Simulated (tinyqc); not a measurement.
Worked calculation: Finnis-Sinclair potential for a bcc metal: fit to cohesion and elasticity, then vacancy, surfaces and structure. Computed by tinyqc, a small Python program that keeps every step. Command: `OMP_NUM_THREADS=1 python tinyqc.py 3114204 3114205 out.jsonl fsfit walk`. One thread of a shared host (Intel(R) Xeon(R) Processor @ 2.30GHz), about 0.01 s of CPU time with the checks. Intermediate numbers are printed to about 6 digits and carried at full precision; extremes and crossings named in words are read from the listed rows.

E = (1/2) sum V(r) - A sqrt(rho), rho = sum phi(r), phi = (r - d)^2 for r < d, V = (r - c)^2 (c0 + c1 r + c2 r^2) for r < c. In bcc the 8 first neighbours lie at sqrt(3) a/2 and the 6 second at a; both cut-offs lie below the third shell; Omega = a^3/2; E is per atom and z the number of atoms in a shell. The four constants A, c0, c1, c2 are fitted to E_c, zero pressure, B and C12 - C44 alone, so C44 and C11 - C12 are not matched singly; defects are unrelaxed.

Inputs (values chosen for the exercise, modelled on vanadium):
```
quantity             value      unit
lattice constant a    3.04  angstrom
cohesive energy E_c   5.26        eV
target C11             234       GPa
target C12             118       GPa
target C44            43.1       GPa
density cut-off d/a  1.199         -
pair cut-off c/a     1.267         -
```

Constants: 1 eV/angstrom^3 = 160.2176634 GPa; 1 eV/angstrom^2 = 16.02176634 J/m^2.

## Density sums and the constant A

rho = sum z phi, rho1 = sum z r phi', rho2 = sum z r^2 phi''. At zero pressure the effective pair part V + 2 F' phi obeys C12 = C44, so C12 - C44 = F'' (rho1/3)^2/Omega with F'' = A/(4 rho^(3/2)); this gives A.

rho = 10.3929 angstrom^2

rho1 = -64.7081 angstrom^2

rho2 = 221.7984 angstrom^2

A = 1.89171 eV/angstrom

## Three linear equations for c0, c1, c2

With v_k = (r - c)^2 r^k the rows are (1/2) sum z v_k, (1/2) sum z r v_k' and (1/2) sum z r^2 v_k''. With rho1 = sum z r phi' and rho2 = sum z r^2 phi'' the right-hand sides are: -E_c + A sqrt(rho) (cohesion); A rho1/(2 sqrt(rho)) (zero pressure); 9 B Omega + A [rho2/(2 sqrt(rho)) - rho1^2/(4 rho^(3/2))] with B = (C11 + 2 C12)/3.

matrix:
```
                   c0       c1        c2
cohesion        7.920   21.656    59.461
pressure      -40.479  -90.942  -195.848
bulk modulus  110.899   89.353  -243.383
```

right-hand side (eV): 0.839  -18.985  129.596

## Solution

Solve the three equations.

c0, c1, c2 (eV/angstrom^2, eV/angstrom^3, eV/angstrom^4): -1.11738  1.64706  -0.43693

## Elastic constants of the fitted potential

Second differences of E with strains of 1e-4: e_xx gives C11, (e_xx, e_yy) = (1, -1) gives 2 (C11 - C12), an engineering shear gives C44. B and C12 - C44 are fitted; the one combination left tests the choice of d.

C11 = 236.615 GPa

C12 = 116.692 GPa

C44 = 41.7924 GPa

error of C44 = -3.03395 %

error of C' = (C11 - C12)/2 = 3.38179 %

C44 comes out low and C' high: with B and C12 - C44 fixed, C44 + 2 C'/3 is fixed too, so the two errors have opposite signs.

## Unrelaxed vacancy

E_v = -A sum_shells z [sqrt(rho - phi(r)) - sqrt(rho)] - (1/2) sum z V(r): the neighbours lose one bond each, and the atom is put back in the bulk.

V at the two shells (eV): 0.282897  -0.097690

phi at the two shells (angstrom^2): 1.02464  0.36598

vacancy energy E_v = 2.27891 eV

E_v/E_c = 0.433253

A pair potential would give E_v = E_c; the square root lowers the ratio to 0.43.

## Unrelaxed surfaces

An atom in layer i below the surface keeps only neighbours no higher than the top layer; gamma = sum_i (E_i + E_c)/(area per surface atom), with layer spacings a/2, a/sqrt2 and areas a^2, a^2/sqrt2 for (100) and (110).

Excess energy by layer (eV):
```
face    layer 1   layer 2  layer 3
(100)  0.975561  0.157184        0
(110)  0.694202  0.000000        0
```

gamma(100) = 1.96379 J/m^2

gamma(110) = 1.70202 J/m^2

gamma(100)/gamma(110) = 1.15.

## bcc against fcc

E of each lattice against the volume per atom, as a multiple of Omega; all neighbours inside the cut-offs are summed.

Energies (eV/atom):
```
V/Omega       bcc       fcc  fcc less bcc (meV)
0.80     -4.94650  -4.81890             127.598
0.84     -5.06437  -4.88662             177.750
0.88     -5.15277  -4.94413             208.647
0.92     -5.21359  -4.98893             224.661
0.96     -5.24871  -5.02398             224.727
1.00     -5.26000  -5.05339             206.613
1.05     -5.24342  -5.08123             162.187
1.10     -5.19599  -5.08178             114.215
1.20     -5.02199  -5.00433              17.661
```

The lowest fcc row, at V/Omega = 1.1, lies +178 meV from the bcc minimum: the fit keeps bcc stable, though nothing in it asked for that.

Checks made by the program: B and C12 - C44 recovered (relative difference 3e-08).
